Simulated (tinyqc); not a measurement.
# Trap density and cross-section from triangular pulses

Question. In charge pumping, for a flat interface trap density D0 and a symmetric triangular wave, Qcp = -2 q A D0 Vt ln[vth s ni (dV/Va)/(2 f)], with s the geometric mean cross-section. Find D0, the frequency f0 where the line meets zero, and s.

Inputs (values chosen for the exercise): temperature T = 300 K; gate area A = 0.13 um^2; thermal velocity at 300 K, one nominal value for electrons and holes vth = 1.7e7 cm/s; Vth - Vfb dV = 1.03 V; pulse height Va = 2.7 V.

Constants: q = 1.602176634e-19 C, kB = 1.380649e-23 J/K, Vt = kB T/q. Results are converted to the units shown.

Qcp at f = 20000 and 1e6 Hz (fC): 0.0094200191  0.014475477
ni = 7.2646622e9 cm^-3

Answer. Qcp is linear in ln f: the slope gives D0 and the zero gives s = 2 f0 Va/(vth ni dV).

D0 = 1.20e11 cm^-2 eV^-1
f0 = 13.7 Hz
s = 5.80e-16 cm^2

Computed by the program tinyqc: `OMP_NUM_THREADS=1 python tinyqc.py 2030111 2030112 out.jsonl`, one thread of a shared Intel Xeon 2.30GHz, about 0.01 s for the whole run.
